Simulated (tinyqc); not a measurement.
Kronig-Penney superlattice by transfer matrices, step by step. Values are carried at full precision from step to step, so a last printed digit may differ when a step is redone from the rounded ones.

Wells (width a, potential 0, mass mw) alternate with barriers (width b, height V0, mass mb); period d = a + b; c = hbar^2/2m0. The vector (psi, psi'/m) is continuous, and a layer of thickness t carries it by M = [[cos kt, (m/k) sin kt], [-(k/m) sin kt, cos kt]] with k = sqrt(m (E - V)/c); for E < V, k = i kappa gives [[cosh, (m/kappa) sinh], [(kappa/m) sinh, cosh]] of kappa t. A Bloch state obeys cos(q d) = tr(Mb Mw)/2.

Constants: hbar^2/2m0 = 3.80998211 eV angstrom^2; hbar = 6.58211957e-16 eV s.

Parameters, chosen for this exercise (near those of the light valleys of a Si film between layers of SiO2; shifted at random, so the results belong to these values and not to a real crystal):
```
symbol  value   unit      meaning
a       12      angstrom  well width
b       6       angstrom  barrier width
V0      3.1     eV        barrier height
mw      0.19    m0        mass in the wells
mb      0.518   m0        mass in the barriers
E       0.5147  eV        trial energy
F       2       kV/cm     field along the axis
```

## Layer matrices at one energy

Form the matrix of the well and of the barrier at E.

k in the well = 0.16021 1/angstrom
kappa in the barrier = 0.59287 1/angstrom

Mw (angstrom units):
```
[[-0.34453, 1.1133],
 [-0.79159, -0.34453]]
```

Mb (angstrom units):
```
[[17.547, 15.306],
 [20.050, 17.547]]
```

## The matrix of one period

Multiply M = Mb Mw and take half the trace. If its size is at most 1, E lies in a miniband and q d = arccos(tr M/2); otherwise the state decays by exp(-arccosh|tr M/2|) a period.

M:
```
[[-18.162, 14.262],
 [-20.798, 16.277]]
```

tr M/2 = -0.9422
q d in a band, or the decay exponent in a gap = 2.800

E lies in a miniband; det M = 1.0000, as for any such product.

## Miniband edges

The edges are the energies where tr M/2 = +1 (q = 0) or -1 (q = pi/d); the first three minibands.

Minibands:
```
band  bottom (eV)  top (eV)  width (meV)
1          0.4805    0.5158         35.3
2          2.0381    2.2678        229.8
3          3.9982    5.2021       1204.0
```

2 minibands of these lie wholly below V0. The first gap is 1522.3 meV wide; the single well of width a has E1 = 0.4978 eV, inside the first miniband.

## Dispersion along the axis

Solve tr M/2 = cos(q d) inside each miniband at q d/pi = 0, 1/6, ..., 1. The cosine form is E_bottom + (W/2)(1 - cos q d) with the true width W.

Energies (eV):
```
q d/pi  band 1  cosine form  band 2
0.000   0.4805       0.4805  2.2678
0.167   0.4827       0.4829  2.2497
0.333   0.4889       0.4893  2.2028
0.500   0.4976       0.4981  2.1437
0.667   0.5066       0.5070  2.0891
0.833   0.5133       0.5134  2.0515
1.000   0.5158       0.5158  2.0381
```

The cosine form, which holds for hopping between neighbouring wells alone, misses band 1 by at most 0.5 meV, 1 % of its width.

## Mass along the axis

With f(E) = tr M/2, 1 - (q d)^2/2 = 1 + f'(E_bottom)(E - E_bottom) gives m_z = -2 c f'/d^2 (f' by a central difference of 1e-6 eV at the bottom of band 1). The cosine form gives 4 c/(W d^2), W the width of band 1 between tr M/2 = +1 and -1.

f' = -59.93 1/eV
m_z = 1.410 m0
m_z of the cosine form = 1.333 m0
W = 35.29 meV

The mass along the axis is 7.42 times mw.

## In a field along the axis

One-band picture: ladder spacing e F d, Bloch frequency e F d/(2 pi hbar), and extent W/(e F) of a Stark state, with W the width of band 1; 1 kV/cm = 1e-5 V/angstrom.

e F d = 0.360 meV
Bloch frequency = 0.087 THz
W/(e F d) = 98.02 periods

The state spreads over about 98 periods.

## Checks

- Bottom of band 1 from 121 plane waves (the mass step taken by inverting the matrix of m) against the transfer matrix, eV: both 0.4805.

Run: tinyqc, `OMP_NUM_THREADS=1 python tinyqc.py 1280910 1280911 out.jsonl`; Intel(R) Xeon(R) Processor @ 2.30GHz, one thread, shared host; about 0.06 s of CPU time with all checks.
